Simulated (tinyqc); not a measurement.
Lattice vibrations of a chain, step by step. One step of it, computed by the program tinyqc.

Question. Frequencies. omega^2 are the eigenvalues; wavenumber = 521.4708 sqrt(eigenvalue) 1/cm.

D(q) (eV/(angstrom^2 u)), lower triangle (Hermitian):
```
                    1          2         3
1            0.360691
2           -0.637026   1.958763
3  0.023924-0.073630i  -0.290712  0.235772
```

Give: eigenvalues; wavenumbers; weights |e|^2 of the mass-weighted modes.

Answer.

eigenvalues: 0.062  0.271  2.222

wavenumbers (1/cm): 130.3  271.3  777.3

weights |e|^2 of the mass-weighted modes:
```
        mode 1  mode 2  mode 3
atom 1   0.543   0.353   0.104
atom 2   0.102   0.022   0.876
atom 3   0.355   0.625   0.020
```
